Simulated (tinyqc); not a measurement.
# From remote-phonon mobility back to mean distance of the electrons z0 = 3/b

Model: scattering of inversion-layer electrons by surface optical phonons of the gate insulator (remote phonon scattering). Computed by tinyqc, a small Python program. Command: `OMP_NUM_THREADS=1 python tinyqc.py 3114158 3114159 out.jsonl sophonon inv`. One thread of a shared host (Intel(R) Xeon(R) Processor @ 2.30GHz), about 0.05 s of CPU time with the checks.

One subband with the Fang-Howard envelope; insulator and channel are half-spaces, the gate is far away, and an interlayer only moves the polar surface away by t (its own modes and its permittivity contrast are left out).

Inputs (values chosen for the exercise, modelled on AlN on In0.53Ga0.47As):

| quantity | value | unit |
|---|---|---|
| static constant of the insulator eps_0s | 9.2 | - |
| intermediate constant eps_i | 7.24 | - |
| optical constant eps_inf | 4.86 | - |
| hbar omega_TO1 | 83.7 | meV |
| hbar omega_TO2 | 89.6 | meV |
| constant of the channel eps_s | 13.9 | - |
| in-plane mass m | 0.0445 | m_0 |
| valleys g_v | 1 | - |
| sheet density n | 2.7e+12 | 1/cm^2 |
| interlayer thickness t | 0 | nm |
| temperature T | 150 | K |
| mobility from other processes | 4140 | cm^2/(V s) |

Screening by the channel electrons: static.

Constants: k_B = 8.617333262e-05 eV/K; hbar^2/(2 m_0) = 3.80998212 eV angstrom^2; e^2/(4 pi eps_0) = 14.39964548 eV angstrom; hbar = 6.582119569e-16 eV s; e = 1.602176634e-19 C; m_0 = 9.1093837015e-31 kg.

Method:
- eps(w) = eps_inf + (eps_0s - eps_i) w1^2/(w1^2 - w^2) + (eps_i - eps_inf) w2^2/(w2^2 - w^2). Surface modes solve eps(w) + eps_s = 0, a quadratic in w^2; the strength of a mode is g = 2/(w d eps/dw).
- Occupation N = 1/(exp(hbar w/(k_B T)) - 1).
- Density of states D = g_v m/(pi hbar^2); eta = E_F/(k_B T) = ln(exp(n/(D k_B T)) - 1); screening wave number q_s = e^2 D/(2 eps_0 eps_avg) x 1/(1 + exp(-eta)), eps_avg = (eps_s + eps_inf)/2; b = 3/z0.
- For a mode of strength g, without the occupation factor, Area x |M(q)|^2 = e^2 hbar w g/(2 eps_0 q) x (b/(b + q))^6 exp(-2 q t) / (1 + (q_s/q) H(q))^2, H = (1 + 9 x/8 + 3 x^2/8)/(1 + x)^3, x = q/b.
- Approximate momentum relaxation rate, taking tau v alike in the initial and final states: 1/tau = (m/(2 pi hbar^3)) sum over modes and over absorption (N, E' = E + hbar w) and emission (N + 1, E' = E - hbar w > 0) of [(1 - f(E'))/(1 - f(E))] int_0^(2 pi) Area |M(q)|^2 (1 - cos theta) d theta, q^2 = k^2 + k'^2 - 2 k k' cos theta, f the Fermi function; 48 midpoints in theta from 0 to pi.
- mu = (e/m) int tau E f (1 - f) dE/(k_B T int f dE), by 300 midpoints from 0 to (max(eta, 0) + 14) k_B T; Matthiessen sum with the other processes.

Question. A run gave the result below. Find the mean distance of the electrons z0 = 3/b, known to lie between 3.9 and 9.5 nm.

remote-phonon mobility = 7.35704e+07 cm^2/(V s)

Answer.

Each step takes the trial c = (a f_b - b f_a)/(f_b - f_a), f being the result less the target and a, b, c the logarithms of the listed values; c replaces end b, the old b replaces a if the sign of f changed, and otherwise f_a is halved.

Scan of the range:

| mean distance of the electrons z0 = 3/b (nm) | remote-phonon mobility (cm^2/(V s)) |
|---|---|
| 3.90 | 3.17049e+07 |
| 4.52 | 4.39508e+07 |
| 5.25 | 6.26291e+07 |
| 6.09 | 9.09829e+07 |
| 7.06 | 1.34872e+08 |
| 8.19 | 2.04651e+08 |
| 9.50 | 3.17122e+08 |

False position (Illinois rule, in the logarithm of the input) inside the bracket:

| step | end a | end b | trial | remote-phonon mobility (cm^2/(V s)) |
|---|---|---|---|---|
| 1 | 5.25000 | 6.09000 | 5.55946 | 7.21477e+07 |
| 2 | 6.09000 | 5.55946 | 5.59787 | 7.34016e+07 |
| 3 | 6.09000 | 5.59787 | 5.60685 | 7.36971e+07 |
| 4 | 5.59787 | 5.60685 | 5.60299 | 7.35702e+07 |
| 5 | 5.60685 | 5.60299 | 5.60300 | 7.35704e+07 |
| 6 | 5.60685 | 5.60300 | 5.60300 | 7.35704e+07 |
| 7 | 5.60300 | 5.60300 | 5.60300 | 7.35704e+07 |

Remote-phonon mobility rises at every point of a 13-point scan of the range (every second point is shown), so one value fits; it is bracketed by 5.25 and 6.09. Answer: mean distance of the electrons z0 = 3/b = 5.603 nm.

Caution: E_F is high enough for upper subbands or non-parabolicity, left out here, to matter. Caution: a relaxation time is only an approximation for inelastic scattering, and static or no screening brackets the true dynamic screening only roughly.
